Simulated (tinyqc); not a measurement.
## Short-channel transistor, virtual-source model with series resistance: effect of the temperature on the on and off currents

The current per gate width is the charge at the top of the source barrier (the virtual source) times its velocity times a saturation function; al and be are fitting constants of the model. Units: I in uA/um, Rs in ohm um, so I Rs = 1e-6 I Rs in volts; Q in uC/cm^2, so I = 1e-4 Q vx0 Fsat with vx0 in cm/s.

Intrinsic voltages Vg' = Vgs - I Rs, Vd' = Vds - 2 I Rs. n = n0 + nd Vd', VT = VT0 - dl Vd', Ff = 1/(1 + exp((Vg' - VT + al Vt/2)/(al Vt))), Q = Cinv n Vt ln(1 + exp((Vg' - VT + al Vt Ff)/(n Vt))), Vdsat = (vx0 L/mu)(1 - Ff) + Vt Ff, Fsat = u/(1 + u^be)^(1/be) with u = Vd'/Vdsat, and I = Q vx0 Fsat per width. I is solved self-consistently. Ion is I at Vgs = Vds = 1 V, Ioff at Vgs = 0, Vds = 1 V, and Rlin = Vds/I at Vgs = 1 V, Vds = 0.05 V. mu, vx0, VT0, dl and n0 are held fixed.

Parameters, values chosen for the exercise: inversion capacitance Cinv = 3.24 uF/cm^2; velocity at the virtual source vx0 = 6.63e6 cm/s; apparent mobility mu = 97 cm^2/(V s); channel length L = 65 nm; threshold at zero drain voltage VT0 = 0.37 V; drain-induced barrier lowering dl = 0.139 V/V; subthreshold factor n0 = 1.19; growth of n with drain voltage nd = 0 1/V; threshold shift (in units of Vt) from weak to strong inversion al = 3.5; sharpness of saturation be = 1.6; series resistance of each contact Rs = 200 ohm um.

Constants: q = 1.602176634e-19 C, kB = 1.380649e-23 J/K, Vt = kB T/q. Results are converted to the units shown.

Results:

| T (K) | Ion (uA/um) | Ioff (nA/um) | log10(Ion/Ioff) | Rlin (ohm um) |
|---|---|---|---|---|
| 200 | 886.2 | 9.648 | 4.963 | 735.6 |
| 230 | 886.2 | 45.20 | 4.292 | 735.6 |
| 260 | 886.3 | 146.9 | 3.781 | 735.5 |
| 290 | 886.5 | 370.4 | 3.379 | 735.4 |
| 320 | 886.8 | 778.8 | 3.056 | 735.3 |
| 380 | 887.7 | 2377 | 2.572 | 734.6 |
| 410 | 888.4 | 3647 | 2.387 | 734.1 |

Estimate the missing row, T = 350 K.

Computed row:

| T (K) | Ion (uA/um) | Ioff (nA/um) | log10(Ion/Ioff) | Rlin (ohm um) |
|---|---|---|---|---|
| 350 | 887.2 | 1432 | 2.792 | 735.0 |

With this row back in the table: As T goes from 200 to 410 K, Ion stays near 887 uA/um, Ioff rises from 9.65 to 3650 nA/um and Rlin stays near 735 ohm um. Ion changes by a factor of 1.00 and Ioff by 378. For T = 350 to 410 K the off current passes 1 uA/um, so the device is hardly off at Vgs = 0.

Computed by the program tinyqc: `OMP_NUM_THREADS=1 python tinyqc.py 2380067 2380068 out.jsonl`, one thread of a shared Intel Xeon 2.30GHz, about 0.01 s for the whole run.
